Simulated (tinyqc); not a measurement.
# Worked calculation: undoped symmetric double-gate MOSFET, analytic potential model

Computed by the program tinyqc: `OMP_NUM_THREADS=1 python tinyqc.py 2440128 2440129 out.jsonl`, one thread of a shared Intel Xeon 2.30GHz, about 0.02 s for the whole run. Printed values are rounded.

An undoped body of thickness ts between two equal insulators and tied gates; long channel, electrons only, n = ni exp((psi - V)/Vt) with V the quasi-Fermi potential (0 at the source, Vd at the drain), constant mobility, no quantisation. Across the body psi(x) = V - 2 Vt ln[(ts/(2 beta)) sqrt(q ni/(2 eps0 eps_r Vt)) cos(2 beta x/ts)], x from the centre. Q is the electron charge per area of the whole body.

Inputs (values chosen for the exercise); material values close to those of gallium arsenide: temperature T = 400 K; band gap Eg = 1.43 eV; relative permittivity of the semiconductor eps_r = 12.8; conduction-band density of states at T Nc = 6.91e17 cm^-3; valence-band density of states at T Nv = 1.36e19 cm^-3; relative permittivity of the gate insulator eox = 8.63; insulator thickness tox = 5.8 nm; body thickness ts = 25 nm; gate work function less that of the intrinsic body dphi = 0.24 V; channel mobility mu = 380 cm^2/(V s); gate length L = 0.1 um; gate voltage Vg = 0.91 V; drain voltage Vd = 0.05 V.

Constants: q = 1.602176634e-19 C, kB = 1.380649e-23 J/K, Vt = kB T/q, eps0 = 8.8541878128e-14 F/cm where lengths are in cm. Results are converted to the units shown.

Range of the model: The surface density at the source passes 0.3 Nc, where Boltzmann statistics fail.

## Constants of the body

ni = sqrt(Nc Nv) exp(-Eg/(2 Vt)), Eg in volts; r = eps_r tox/(eox ts); V0 = dphi + 2 Vt ln[(2/ts) sqrt(2 eps0 eps_r Vt/(q ni))].

ni = 3.00542e9 cm^-3
r = 0.344102
V0 = 0.876249 V

## Iteration 1: beta at the source by Newton steps

beta at the start = 1

With V = 0: f = ln(beta) - ln(cos beta) + 2 r beta tan(beta) - (Vg - V0)/(2 Vt); f' = 1/beta + tan(beta) + 2 r [tan(beta) + beta/cos^2(beta)]; beta(new) = beta - f/f'.

f = 1.19786
f' = 5.98668
beta after iteration 1 = 0.799912

## Iteration 2: beta at the source by Newton steps

As before.

f = 0.215187
f' = 4.12199
beta after iteration 2 = 0.747707

## Course of the iteration: beta at the source by Newton steps

Stop when beta changes by less than 1e-11, or after 40 iterations. beta must stay between 0 and pi/2.

Course of the iteration:

| iteration | beta | \|change\| |
|---|---|---|
| 1 | 0.799912 | 0.200 |
| 2 | 0.747707 | 0.0522 |
| 3 | 0.745862 | 1.85e-3 |
| 4 | 0.745860 | 1.94e-6 |
| 5 | 0.745860 | 2.14e-12 |

Converged in 5 iterations. At the end the number of correct digits about doubles with each step.

## Charges and drain current

beta_s = 0.745860
beta_d = 0.541254

beta (between 0 and pi/2) solves (Vg - V0 - V)/(2 Vt) = ln(beta) - ln(cos beta) + 2 r beta tan(beta). Q = 8 eps0 eps_r Vt beta tan(beta)/ts; I = mu (1/L)(4 eps0 eps_r/ts)(2 Vt)^2 [g(beta_s) - g(beta_d)] per width, g = beta tan(beta) - beta^2/2 + r beta^2 tan^2(beta), with beta_s at V = 0 and beta_d at V = Vd.

Qs = 86.1430 nC/cm^2
Qd = 40.6738 nC/cm^2
g(beta_s) = 0.574338
g(beta_d) = 0.215317
I = 11.7573 uA/um

The term r beta^2 tan^2(beta), which gives the square law, makes up 28.4 % of g at the source.

## Potential and electron density across the body at the source

| point | x/ts |
|---|---|
| 0 | 0 |
| 1 | 0.1 |
| 2 | 0.2 |
| 3 | 0.3 |
| 4 | 0.4 |
| 5 | 0.45 |
| 6 | 0.5 |

psi(x) as above with V = 0 and beta = beta_s; n = ni exp(psi/Vt).

| point | psi (V) | n (cm^-3) |
|---|---|---|
| 0 | 0.616035 | 1.73622e17 |
| 1 | 0.616805 | 1.77544e17 |
| 2 | 0.619150 | 1.90042e17 |
| 3 | 0.623182 | 2.13624e17 |
| 4 | 0.629113 | 2.53737e17 |
| 5 | 0.632896 | 2.83171e17 |
| 6 | 0.637307 | 3.21822e17 |

The density at the surface is 1.85 times that at the centre (1/cos^2 beta). It reaches 0.47 Nc, where Boltzmann statistics overestimate it.
